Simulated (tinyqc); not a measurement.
Two-node Weyl semimetal on a cubic lattice and its slab: sweeps and comparisons. A value that a table varies takes the place of the one given here.

H = d.s with dx = t sin kx, dy = t sin ky, dz = m (2 - cos kx - cos ky) + M(kz), M = tz (cos k0 - cos kz), k in 1/a. Nodes at (0, 0, +/-k0). Berry curvature of the lower band along z: Omega = d.(dd/dkx x dd/dky)/(2|d|^3), in the sense curl of i<u|grad u>.

Slab of N layers along x with hard walls: layer block t sin(ky) sy + (m (2 - cos ky) + M(kz)) sz, block to the next layer t sx/(2i) - m sz/2.

Parameters, chosen for this exercise: t = 1.04 eV (hopping in sx and sy); m = 0.85 eV (mass term); tz = 0.38 eV (hopping along z); k0 = 0.92 1/a (position of the nodes); k = (0.55, -0.35, 1.04) 1/a (wave vector).

## Planes of fixed kz and the Fermi arc

C is the sum of Omega over a 24 x 24 mesh, k = (j + 1/2) 2 pi/24, times (2 pi/24)^2/(2 pi). Slab of 30 layers at ky = 0: lowest positive level and weight of the middle pair on the two outer layers.

Against kz:

| kz (1/a) | M (eV) | C | slab level (eV) | surface weight |
|---|---|---|---|---|
| 0.000 | -0.1498 | -0.957 | 0.00269 | 0.319 |
| 0.400 | -0.1198 | -0.917 | 0.00581 | 0.261 |
| 1.200 | 0.0925 | -0.141 | 0.12501 | 0.032 |
| 1.600 | 0.2413 | -0.010 | 0.26163 | 0.013 |
| 2.000 | 0.3883 | -0.001 | 0.40377 | 0.008 |
| 2.400 | 0.5104 | 0.000 | 0.52358 | 0.006 |
| 2.800 | 0.5883 | 0.000 | 0.60039 | 0.005 |
| 3.142 | 0.6102 | 0.000 | 0.62210 | 0.005 |

C is -1 for kz below k0 = 0.92 and 0 above, within 0.141 on this mesh. Where C = -1 the slab has a level near zero (exactly zero for a thick slab) on its faces (weight 0.32 at kz = 0): these points form the arc from -k0 to +k0, of length 1.84/a. Towards the node M goes to zero and the state spreads into the bulk; beyond it the level follows M, raised by the confinement in the slab.

## Hybridisation of the two arcs

ky = 0, kz = 0; lowest positive level against the number of layers. On a half space the amplitudes are z1^n - z2^n with z the roots of (t + m) z^2/2 - (m + M) z + (m - t)/2 = 0.

Level:

| N | E (eV) |
|---|---|
| 3 | 0.3099 |
| 4 | 0.2298 |
| 5 | 0.1771 |
| 6 | 0.1403 |
| 8 | 0.09262 |
| 10 | 0.06382 |
| 12 | 0.04510 |

z1, z2: 0.8581  -0.1172

The larger root has |z| = 0.8581, so the level should fall by about |z|^2 = 0.736 for two more layers; from 10 to 12 it changes by a factor 0.707, since at these thicknesses (1.5 decay lengths at N = 10) the overlap of the two faces, the norm of the state or the second root still count.

## What each parameter does

|E| and Omega at k, the velocity tz sin(k0) and k0/pi. Each row changes one parameter from the base and keeps the others.

Results:

| case | \|E\| (eV) | Omega (a^2) | vz (eV a) | \|sigma_xy\| (e^2/(h a)) |
|---|---|---|---|---|
| base | 0.6847 | -0.2214 | 0.3023 | 0.2928 |
| t = 1.144 eV | 0.7467 | -0.2065 | 0.3023 | 0.2928 |
| m = 0.935 eV | 0.6904 | -0.2424 | 0.3023 | 0.2928 |
| tz = 0.342 eV | 0.6835 | -0.2276 | 0.2721 | 0.2928 |
| k0 = 0.828 1/a | 0.6935 | -0.1782 | 0.2799 | 0.2636 |

The largest shifts from the base row, up to three for each result and ties (the steps differ in size, so this ranks the rows, not the parameters). |E| (eV): t +0.0620, k0 +0.0089, m +0.0058. Omega (a^2): k0 +0.0432, m -0.0211, t +0.0149. vz (eV a): tz -0.0302, k0 -0.0224; unchanged at the printed digits by t and m. |sigma_xy| (e^2/(h a)): k0 -0.0293; unchanged at the printed digits by t, m and tz. The Hall conductivity depends on the separation of the nodes alone, with EF at the nodes and no further nodes.

tinyqc: `OMP_NUM_THREADS=1 python tinyqc.py 1451190 1451191 out.jsonl`; about 0.1 s, one thread, shared Intel(R) Xeon(R) Processor @ 2.30GHz.
